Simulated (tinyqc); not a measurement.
Electron mobility in a silicon inversion layer, empirical terms and Matthiessen rule: two steps of the calculation.

Inversion layer of sheet density Ns on a uniformly doped body. The mobility terms are empirical power laws with prefactors chosen for the exercise; adding their inverses (Matthiessen) is itself an approximation.

Values chosen for this exercise; material values close to those of silicon:
- T = 300 K (temperature)
- Nb = 2.7e18 cm^-3 (body doping)
- Cox = 1.11 uF/cm^2 (gate capacitance)
- Ap = 466 cm^2/(V s) (phonon-limited mobility at 1 MV/cm and 300 K)
- As = 1120 cm^2/(V s) (roughness-limited mobility at 1 MV/cm)
- gs = 2 (exponent of the roughness term)
- Ac = 2000 cm^2/(V s) (Coulomb prefactor)
- Nit = 5.1e11 cm^-2 (charge at the interface)
- Ns = 4.9e12 cm^-2 (inversion density)
- WL = 1 (ratio W/L)
- Vd = 0.01 V (drain voltage)

Task 1. Mobility terms and their sum. With t = T/(300 K): muC = Ac (Ns/1e12 cm^-2) t/(Nb/1e17 cm^-3 + Nit/1e11 cm^-2), muP = Ap E^(-1/3) t^(-1.75), muS = As E^(-gs); 1/mu is the sum of the inverses.

E = 1.5268643 MV/cm

Find: terms; mu; shares of 1/mu.

Result 1.

terms (cm^2/(V s)): Coulomb 305.30, phonon 404.69, roughness 480.42
mu = 127.75 cm^2/(V s)
shares of 1/mu (%): Coulomb 41.843, phonon 31.566, roughness 26.591

The Coulomb term limits most.

Task 2. Split C-V extraction. Q(Vg) is the trapezoid sum of Cgc from the first point (where Q is taken as 0); mu_eff = I/((W/L) Q Vd); mu_FE = (dI/dVg)/((W/L) Cox Vd) with a backward difference. Listed from point 4 on.

```
point,Vg (V),Cgc (uF/cm^2),I (uA)
0,0.2,9.4779620e-5,3.8254981e-11
1,0.3,0.0019428241,1.6099528e-8
2,0.4,0.038572375,6.5514538e-6
3,0.5,0.47177167,0.0015640947
4,0.6,1.0413859,0.035603912
5,0.7,1.1064495,0.13272402
6,0.8,1.1098266,0.27154575
7,0.9,1.1099916,0.43446039
8,1,1.1099996,0.61017951
9,1.1,1.1100000,0.79106919
10,1.2,1.1100000,0.97193401
11,1.3,1.1100000,1.1492649
12,1.4,1.11,1.3207336
```

Give: Q; mu_eff; mu_FE.

Result 2.

```
point,Q (uC/cm^2),mu_eff (cm^2/(V s)),mu_FE (cm^2/(V s))
4,0.1033,34.47,30.67
5,0.2107,62.99,87.50
6,0.3215,84.46,125.1
7,0.4325,100.5,146.8
8,0.5435,112.3,158.3
9,0.6545,120.9,163.0
10,0.7655,127.0,162.9
11,0.8765,131.1,159.8
12,0.9875,133.7,154.5
```

At the last point mu_FE is 16 % above mu_eff.

tinyqc, about 0.01 s, one thread, Intel Xeon 2.30GHz (shared host): `OMP_NUM_THREADS=1 python tinyqc.py 2510126 2510127 out.jsonl`
